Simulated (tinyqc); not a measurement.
# Global model of a low-pressure process discharge: electron temperature, density, ion flux and ion energy, step by step

A worked calculation. Computed by tinyqc, a small Python program that keeps every step. Command: `OMP_NUM_THREADS=1 python tinyqc.py 3111234 3111235 out.jsonl plasma walk`. One thread of a shared host (Intel(R) Xeon(R) Processor @ 2.30GHz), about 0.01 s of CPU time with the checks. Intermediate numbers are printed to about 7 digits and carried at full precision; extremes and crossings named in words are read from the listed rows.

Maxwellian electrons with temperature T_e in eV, one positive ion, no negative ions, uniform bulk density n; rate constants have the Arrhenius form.

Inputs (values chosen for the exercise, of the order of those of an inductive discharge in a simple atomic gas):
```
quantity                          value   unit
ion mass M                           28      u
ionisation prefactor K0         2.2e-14  m^3/s
ionisation energy E_iz             16.7     eV
excitation prefactor X0         1.1e-14  m^3/s
excitation energy E_ex             8.03     eV
elastic rate constant K_el      7.4e-14  m^3/s
ion-neutral cross section       1.1e-18    m^2
pressure p                          2.9     Pa
gas temperature T_g                 400      K
radius R                             21     cm
height L                             19     cm
absorbed power P                    350      W
bias power P_b                       28      W
radius of the biased electrode       10     cm
bias frequency                        2    MHz
mixing                              0.4      -
```

Constants: k_B = 1.380649e-23 J/K; e = 1.602176634e-19 C; u = 1.6605390666e-27 kg; m_0 = 9.1093837015e-31 kg; eps_0 = 8.8541878128e-12 F/m.

## Geometry factors

n_g = p/(k_B T_g); lambda_i = 1/(n_g sigma); h_L = 0.86/sqrt(3 + L/(2 lambda_i)), h_R = 0.8/sqrt(4 + R/lambda_i); A_eff = 2 pi R^2 h_L + 2 pi R L h_R; d_eff = pi R^2 L/A_eff.

gas density n_g = 5.251154e+20 1/m^3

ion mean free path = 0.1731221 cm

h_L = 0.1130458

h_R = 0.07146799

A_eff = 492.4066 cm^2

d_eff = 53.45867 cm

Caution: at so short an ion path the formulas for h_L and h_R give way to the ambipolar-diffusion limit.

## A fixed-point cycle for T_e

Particle balance: K0 exp(-E_iz/T_e) n_g d_eff = u_B, u_B = sqrt(e T_e/M). Cycle: T_out = T sqrt(loss/creation) with loss/creation = u_B/(K0 exp(-E_iz/T) n_g d_eff); T -> T + mixing (T_out - T), kept between 0.3 and 60 eV, from 3 eV; stop at |T_out - T| < 1e-9 eV or after 60 steps.

Course:
```
step    T (eV)  T_out (eV)  residual (eV)
0     3.000000    1.107047  -1.892953e+00
1     2.242819    1.969457  -2.733621e-01
2     2.133474    2.239139   1.056649e-01
3     2.175740    2.126725  -4.901500e-02
4     2.156134    2.177474   2.134018e-02
5     2.164670    2.155091  -9.578585e-03
6     2.160838    2.165082   4.243681e-03
...        ...         ...            ...
19    2.162012    2.162012  -1.135403e-07
20    2.162012    2.162012   5.050924e-08
21    2.162012    2.162012  -2.246940e-08
22    2.162012    2.162012   9.995676e-09
23    2.162012    2.162012  -4.446650e-09
24    2.162012    2.162012   1.978124e-09
25    2.162012    2.162012  -8.799823e-10
```

last residual = 8.799823e-10 eV

Converged in 26 steps.

## Electron temperature

Root found by bracketing.

T_e = 2.162012 eV

Bohm velocity u_B = 2729.485 m/s

K_iz = 9.723168e-18 m^3/s

## Energy per pair and density

E_c = E_iz + (X0 exp(-E_ex/T_e) E_ex + K_el (3 m_0/M) T_e)/K_iz; wall potential V_s = (T_e/2) ln(M/(2 pi m_0)); E_T = E_c + 2 T_e + T_e/2 + V_s; n = P/(e u_B A_eff E_T); ion current density J = e h_L n u_B; ionised share n/n_g.

collisional loss per pair E_c = 239.1158 eV

wall potential V_s = 9.731762 V

E_T = 254.2526 eV

plasma density n = 6.392750e+10 1/cm^3

ion current density J = 0.3160337 mA/cm^2

ionised share = 1.217399e-04

Collisions take 94 % of the power and the walls the rest. T_e came from the particle balance alone; the power sets only n.

## Biased electrode

All bias power goes to ions: V_b = P_b/(J pi r^2). Debye length at the sheath edge lambda_D = sqrt(eps_0 T_e/(e h_L n)); Child-law sheath s = (sqrt2/3) lambda_D (2 V/T_e)^(3/4), V = V_b + V_s; ion transit time tau_i = 3 s sqrt(M/(2 e V)); collisions in the sheath s/lambda_i.

bias voltage V_b = 282.0166 V

lambda_D = 128.5811 micrometre

sheath width s = 4.036046 mm

ion transit time = 270.0265 ns

transit time over bias period = 0.5400531

s/lambda_i = 2.331329

Many ions collide in the sheath, which lowers their energy and widens their angles.

## Pressure series at fixed power

n_g = p/(k_B T_g), lambda_i = 1/(n_g sigma), K_iz = K0 exp(-E_iz/T_e), h_L = 0.86/sqrt(3 + L/(2 lambda_i)), h_R = 0.8/sqrt(4 + R/lambda_i), A_eff = 2 pi R^2 h_L + 2 pi R L h_R and d_eff = pi R^2 L/A_eff follow p. E_c = E_iz + (X0 exp(-E_ex/T_e) E_ex + K_el (3 m_0/M) T_e)/K_iz; E_T = E_c + (5/2) T_e + (T_e/2) ln(M/(2 pi m_0)); n = P/(e u_B A_eff E_T); J = e h_L n u_B. Pressures without a root below 2 E_iz are left out.

Against pressure:
```
p (Pa)  T_e (eV)  E_c (eV)  E_T (eV)    n (1/cm^3)  J (mA/cm^2)
0.1     6.650956    31.501    78.066  3.286630e+10     0.980167
0.2     4.692812    42.204    75.059  4.873008e+10     1.036613
0.5     3.365092    69.594    93.154  6.395083e+10     0.850015
1.0     2.762511   109.549   128.890  6.822215e+10     0.619434
2.0     2.339803   180.564   196.945  6.653862e+10     0.407340
5.0     1.945316   364.916   378.536  5.887868e+10     0.212600
10.0    1.725613   632.682   644.763  5.156052e+10     0.124953
20.0    1.550973  1106.251  1117.109  4.424334e+10     0.072160
```

T_e falls from 6.65 to 1.55 eV, n changes by a factor 1.3 and J by 0.07; in J = P h_L/(A_eff E_T), E_T changes by a factor 14.31 and is least at 0.2 Pa, between wall losses at high T_e and excitation losses at low T_e.

Checks made by the program: cycle against bracketing (relative difference below 1e-10).
